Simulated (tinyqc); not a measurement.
Size effects in the resistivity of thin metal films and interconnect lines: one step, computed by the program tinyqc. Command: `OMP_NUM_THREADS=1 python tinyqc.py 3012513 3012514 out.jsonl size walk`. One thread of a shared host (Intel(R) Xeon(R) Processor @ 2.30GHz), about 0.01 s of CPU time with the checks.

Electrons lose their drift at surfaces (a share 1 - p of the hits) and at grain boundaries (reflection R), besides bulk scattering. The line sits in a trench with a non-conducting liner on both walls and the bottom; the spacing equals the drawn width.

Question. Metal cross-section. Metal width w_m = w - 2t, height h_m = (aspect ratio) w - t, grain size D = (ratio) w_m.

Inputs (values chosen for the exercise, modelled on aluminium):
```
quantity                          value  unit
drawn line width w                   36    nm
grain size over metal width         1.9     -
aspect ratio (height over width)    1.3     -
liner thickness t                   0.7    nm
```

Geometry: line.

Give: metal width w_m; metal height h_m; grain size D; share of the trench filled by metal.

Answer.

metal width w_m = 34.6 nm

metal height h_m = 46.1 nm

grain size D = 65.74 nm

share of the trench filled by metal = 94.67 %
